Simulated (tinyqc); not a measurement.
Three-level Kane dispersion of a narrow-gap semiconductor, step by step. Values are carried at full precision from step to step, so a last printed digit may differ when a step is redone from the rounded ones.

Zero of energy at Gamma8, c = hbar^2/2m0, P^2 = Ep c. The free-electron term and remote bands are left out, so the heavy holes are flat at E = 0 and the other three bands obey E (E - Eg)(E + Dso) = P^2 k^2 (E + 2 Dso/3). The conduction band is the highest root; its edge is Ec = max(Eg, 0).

Constants: hbar^2/2m0 = 3.80998211 eV angstrom^2; hbar = 6.58211957e-16 eV s; e^2/(4 pi eps0) = 14.39964547 eV angstrom; muB = 5.788381798e-05 eV/T.

Parameters, chosen for this exercise (near those of grey Sn; shifted at random, so the results belong to these values and not to a real crystal):

| symbol | value | unit | meaning |
|---|---|---|---|
| Eg | -0.391 | eV | E(Gamma6) - E(Gamma8) |
| Dso | 0.76 | eV | spin-orbit splitting |
| Ep | 22.7 | eV | Kane energy |
| k | 0.034 | 1/angstrom | wave vector |
| n | 4e+16 | cm^-3 | electron density |
| eps | 23 |  | high-frequency dielectric constant |
| B | 4.2 | T | magnetic field |

## The three bands at one k

Expand the equation into E^3 + a2 E^2 + a1 E + a0 = 0 and give its roots; compare with the two-level form (Dso to infinity) E = Eg/2 +/- sqrt(Eg^2/4 + (2/3) P^2 k^2).

P^2 k^2 = 0.099979 eV^2

a2, a1, a0: 1.151000  0.197181  -0.050656

roots (eV): -0.8481  -0.4390  0.1361

two-level form (eV): -0.5193  0.1283

The two-level form misses the highest root by -7.7 meV. The order is inverted: the band that would be the light hole curves upward from Gamma8 and touches the heavy holes, so there is no gap.

## Mass at the edge and limiting velocity

For Eg < 0 the conduction band starts at Gamma8 with m0* = 3 |Eg|/(2 Ep). In the two-level form the velocity tends to v = sqrt(2/3) P/hbar, and |Eg| = 2 m v^2 with m = 3 |Eg|/(2 Ep), as for a relativistic particle. 1 angstrom = 1e-10 m.

m0* = 0.02584 m0
P = 9.2998 eV angstrom
v = 1.154e+06 m/s
k at which the linear part sets in, |Eg|/(2 hbar v) = 0.02575 1/angstrom

## Fermi level and mass at a given density

Degenerate electrons at T = 0: kF = (3 pi^2 n)^(1/3), 1 cm^-3 = 1e-24 angstrom^-3; EF is the highest root at kF. The momentum (cyclotron, optical) mass is m(E) = hbar^2 k/(dE/dk) = c d(k^2)/dE with d(k^2)/dE = k^2 [1/E + 1/(E - Eg) + 1/(E + Dso) - 1/(E + 2 Dso/3)]; the density of states is k d(k^2)/dE/(2 pi^2).

Edge mass m0* = 3 |Eg|/(2 Ep).

Compare EF - Ec with the parabolic value c kF^2/m0*.

kF = 0.01058 1/angstrom
EF - Ec = 0.0160 eV
parabolic value = 0.0165 eV
m(EF) = 0.02740 m0
m(EF)/m0* = 1.061
density of states at EF = 3.855e+18 1/(eV cm^3)

The parabola overstates EF - Ec by a factor of 1.03; (EF - Ec)/|Eg| = 0.04, and the two-level rule 1 + 2 (EF - Ec)/|Eg| = 1.082 estimates the mass ratio.

## Plasma and cyclotron energies

hbar wp = sqrt(8 pi c (e^2/4 pi eps0) n/(eps m)), hbar wc = 2 muB B/m (classical limit), with m = m(EF) and, for comparison, the edge mass; n in angstrom^-3.

hbar wp with m(EF), with m0* (meV): 9.35  9.63

hbar wc with m(EF), with m0* (meV): 17.74  18.82

hbar wc is not small against EF - Ec = 16.0 meV, so only the lowest Landau level or two are filled: this is the quantum limit, where the classical value fails.

## Checks

- Roots of the cubic against the 8 x 8 Kane matrix without remote terms: they agree to 1e-10 or better.
- m(E) near the edge against m0*: both 0.02584.

tinyqc: `OMP_NUM_THREADS=1 python tinyqc.py 1081481 1081482 out.jsonl`; about 0.01 s, one thread, shared Intel(R) Xeon(R) Processor @ 2.30GHz.
